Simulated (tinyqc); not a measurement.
From results back to parameters: effective work function and flat-band voltage of a metal/high-k/SiO2/Si stack with a dipole layer. Two cases, with inputs chosen for the exercise.

Problem. Three stacks with (t1, t2) = (8, 20), (30, 20) and (8, 60) angstrom have the flat-band voltages below. VFB = W0 - (chi + dEF) - 4 pi e2 [Q1 EOT + Q2 x2]/3.9 with x2 = t2 3.9/eps2, EOT = t1 + x2, e2 = e^2/4 pi eps0, 1 cm^-2 = 1e-16 angstrom^-2; W0 is the work function with the dipole step.

Constants: e^2/(4 pi eps0) = 14.39964547 eV angstrom.

Find: Q1; Q2; W0.

Method. The first two stacks differ in t1 alone and give Q1; the first and third give Q1 + Q2; W0 follows from any of them.

Case 1.

Values chosen (out of a larger set: a stack on Si capped with a magnesium-like oxide; not measured data): chi = 4.049 eV (electron affinity of the channel); dEF = 0.298 eV (Ec - EF in the channel); eps = (3.9, 18.7) (their dielectric constants).

VFB (V): 0.3601484  0.2590941  0.2753819

Solution.

Q1 = 9.9e+11 e/cm^2
Q2 = 1.2e+12 e/cm^2
W0 = 4.786 eV

Case 2.

Values chosen (out of a larger set: a stack on Si capped with a magnesium-like oxide; not measured data): chi = 4.06 eV (electron affinity of the channel); dEF = 0.322 eV (Ec - EF in the channel); eps = (3.9, 16.9) (their dielectric constants).

VFB (V): -0.1709209  -0.1794953  -0.1852257

Solution.

Q1 = 8.4e+10 e/cm^2
Q2 = 2.5e+11 e/cm^2
W0 = 4.221 eV

Computed by tinyqc, one run a case: `OMP_NUM_THREADS=1 python tinyqc.py N N+1 out.jsonl` with N = 1880470, 1880471; one thread of a shared Intel(R) Xeon(R) Processor @ 2.30GHz, about 0.01 s a run at most.
